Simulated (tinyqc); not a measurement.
What a faster ramp buys: rapid thermal processing of a wafer: radiative balance, ramp and cooling, pattern effects, pyrometer error and spike budget. Computed by tinyqc, a small Python program. Command: `OMP_NUM_THREADS=1 python tinyqc.py 3111513 3111514 out.jsonl rtp walk`. One thread of a shared host (Intel(R) Xeon(R) Processor @ 2.30GHz), about 0.04 s of CPU time with the checks.

The wafer is opaque and uniform through its thickness unless said otherwise; temperatures in formulas are in kelvin (C + 273.15). sigma = 5.670374419e-12 W/(cm^2 K^4).

Inputs (values chosen for the exercise, modelled on a hot silicon wafer):

| quantity | value | unit |
|---|---|---|
| wafer thickness d | 625 | micrometre |
| heat capacity per volume C | 2.1 | J/(cm^3 K) |
| thermal conductivity k | 0.22 | W/(cm K) |
| emissivity eps of each face | 0.65 | - |
| reflectivity of the chamber walls r | 0.27 | - |
| gas heat-transfer coefficient h, both faces together | 0.86 | mW/(cm^2 K) |
| wall temperature T_w | 700 | K |
| process temperature | 757 | C |
| starting temperature | 550 | C |
| ramp rate | 24 | K/s |
| activation energy of the process E_a | 4 | eV |

Constants: k_B = 8.617333262e-05 eV/K.

Method:
- Effective emissivity between parallel grey plates: eps_eff = 1/(1/eps + 1/(1 - r) - 1). Loss per area q(T) = 2 eps_eff sigma (T^4 - T_w^4) + h (T - T_w).
- Absorbed power during a ramp = q(T) + C d x ramp rate; thermal time constant tau = C d/(dq/dT), dq/dT = 8 eps_eff sigma T^3 + h; natural cooling rate q/(C d); front-to-back difference under one-sided heating at the end of the ramp = (absorbed power) d/(2 k).
- Cooling with the lamps off: C d dT/dt = -q(T), integrated adaptively (relative tolerance 1e-10).
- Spike anneal: linear ramp to the peak, then lamps off. Equivalent time at the peak = int exp(-(E_a/k_B)(1/T - 1/T_peak)) dt; estimate (k_B T^2/E_a)(1/ramp rate + 1/cooling rate). The ramp part uses 4000 trapezoid steps, the cooling part 4000 steps over 4 tau.

time constant tau = 4.88887 s

holding power q = 5.54961 W/cm^2

natural cooling rate = 42.2828 K/s

Against the ramp rate:

| ramp (K/s) | ramp part (s) | cooling part (s) | total (s) | power at the peak (W/cm^2) |
|---|---|---|---|---|
| 10 | 2.1909 | 0.58004 | 2.7710 | 6.86 |
| 25 | 0.8764 | 0.58004 | 1.4564 | 8.83 |
| 50 | 0.4382 | 0.58004 | 1.0182 | 12.11 |
| 100 | 0.2191 | 0.58004 | 0.7991 | 18.67 |
| 250 | 0.0876 | 0.58004 | 0.6677 | 38.36 |
| 500 | 0.0438 | 0.58004 | 0.6239 | 71.17 |
| 1000 | 0.0219 | 0.58004 | 0.6019 | 136.80 |

From 10 to 100 K/s the total falls by a factor 3.5, from 100 to 1000 K/s by 1.33: the cooling part, 0.580 s, is a floor, and the natural cooling rate here is 42.3 K/s.

Extremes, crossings and ranges named in words are read from the listed rows.
